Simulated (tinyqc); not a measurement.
# MOS inversion layer, Poisson-Schroedinger loop: effects of single changes

Electrons confined at an insulator interface at z = 0, treated as a hard wall; parabolic valleys, Hartree approximation, no image or exchange terms. The depletion charge lies far deeper than the electrons and gives a uniform field q Nd/(eps0 eps_r); the gate balances all charge. Energies are counted from the band edge at the interface.

Values chosen for this exercise; masses and permittivity close to those of silicon (100):

| symbol | value | unit | meaning |
|---|---|---|---|
| T | 400 | K | temperature |
| eps_r | 11.9 |  | relative permittivity |
| mz1 | 0.903 | m0 | mass along z of valley set A (2 valley(s)) |
| md1 | 0.191 | m0 | in-plane density-of-states mass of set A |
| mz2 | 0.193 | m0 | mass along z of valley set B (4 valley(s)) |
| md2 | 0.422 | m0 | in-plane density-of-states mass of set B |
| Ns | 6.2e11 | cm^-2 | sheet density of electrons |
| Nd | 2e12 | cm^-2 | sheet density of depletion charge |
| dE | 0.12 | eV | extra shift of set B (strain) |

Constants: q = 1.602176634e-19 C, kB = 1.380649e-23 J/K, hbar = 1.054571817e-34 J s, m0 = 9.1093837015e-31 kg, Vt = kB T/q, eps0 = 8.8541878128e-14 F/cm where lengths are in cm, hbar^2/(2 m0) = 0.0380998212 eV nm^2. Results are converted to the units shown.

Each table varies one quantity; the others keep the values above.

## Effect of the extra shift of set B (strain)

Schroedinger equation -(C/mz) psi'' + (V0 + U + dE for set B) psi = E psi, C = hbar^2/(2 m0), psi(0) = 0, on a uniform mesh of 800 nodes with a far wall at 22 nm, 8 levels a set; V0 = q Nd z/(eps0 eps_r); dU/dz = q (Ns - integral of n from 0 to z)/(eps0 eps_r), U(0) = 0; N_k = g md m0 q Vt/(pi hbar^2) ln(1 + exp((EF - E_k)/Vt)), g the number of valleys of the set, sum N_k = Ns. Triangular well: E_k = a_k (C F^2/mz)^(1/3), a_1 = 2.338107, a_2 = 4.087949, C = hbar^2/(2 m0), F in eV/nm. Fang-Howard (all electrons in the lowest level of set A): b^3 = 6 (mz1/C) q (Nd + 11 Ns/32)/(eps0 eps_r), centroid 3/b, level C b^2/(4 mz1) + (3/b) q (Nd + 11 Ns/16)/(eps0 eps_r). The centroid adds 3.9 z_av/eps_r to an oxide-equivalent thickness.

The same in every row: Fang-Howard centroid (nm) = 1.78.

Results:
```
dE (eV),A1 (meV),B1 (meV),EF (meV),share of A1 (%),share of set A (%),centroid z_av (nm),added oxide equivalent (nm)
-0.05,93.1,102,-36.3,20.6,24.8,2.69,0.882
-0.02,92.7,131,-17.1,35.9,43.5,2.51,0.823
0.01,92.3,160,-3.92,52.8,64.2,2.32,0.759
0.04,92.0,189,3.79,66.1,80.8,2.16,0.708
0.07,91.8,219,7.71,74.2,90.9,2.07,0.677
0.1,91.7,248,9.52,78.2,95.9,2.02,0.662
0.16,91.6,308,10.6,80.9,99.3,1.99,0.652
```

Estimate the missing row, dE = 0.13 eV.

Computed row:
```
dE (eV),A1 (meV),B1 (meV),EF (meV),share of A1 (%),share of set A (%),centroid z_av (nm),added oxide equivalent (nm)
0.13,91.6,278,10.3,80.1,98.3,2.00,0.655
```

With this row back in the table: As dE goes from -0.05 to 0.16, A1 falls from 93.1 to 91.6 meV, the share of A1 rises from 20.6 to 80.9 % and the centroid falls from 2.69 to 1.99 nm. The Fang-Howard centroid is 34 % below the full one in the first row, where A1 holds 20.6 %, and 10 % below it in the last, where A1 holds 80.9 %.

## Effect of the sheet density of electrons

Same model as above.

Effect of the sheet density of electrons:
```
Ns (cm^-2),A1 (meV),B1 (meV),EF (meV),share of A1 (%),share of set A (%),centroid z_av (nm),added oxide equivalent (nm),Fang-Howard centroid (nm)
1e11,81.4,255,-64.7,78.8,97.6,2.07,0.680,1.83
2.1e11,83.6,258,-36.6,79.0,97.6,2.06,0.674,1.82
4.5e11,88.4,264,-4.78,79.4,97.7,2.02,0.664,1.80
9.7e11,98.3,277,33.3,80.1,97.7,1.96,0.642,1.75
2.1e12,118,302,83.7,81.3,97.8,1.85,0.605,1.66
4.4e12,155,349,153,82.9,98.0,1.68,0.551,1.53
9.4e12,224,435,264,84.4,98.1,1.47,0.482,1.34
2e13,343,587,447,84.3,97.9,1.25,0.411,1.12
```

What does the table show?

As Ns goes from 1e11 to 2e13, A1 rises from 81.4 to 343 meV, the share of A1 goes from 78.8 through a maximum of 84.4 (at Ns = 9.4e12 among the rows listed) to 84.3 % and the centroid falls from 2.07 to 1.25 nm. A1 goes as Ns^(0.57) between the last two rows (a triangular well in the field of that charge alone gives 2/3). EF lies more than 2 meV above A1 for Ns = 9.4e12, 2e13. The Fang-Howard centroid is 12 % below the full one in the first row, where A1 holds 78.8 %, and 11 % below it in the last, where A1 holds 84.3 %.

tinyqc, about 0.8 s, one thread, Intel Xeon 2.30GHz (shared host): `OMP_NUM_THREADS=1 python tinyqc.py 2160028 2160029 out.jsonl`
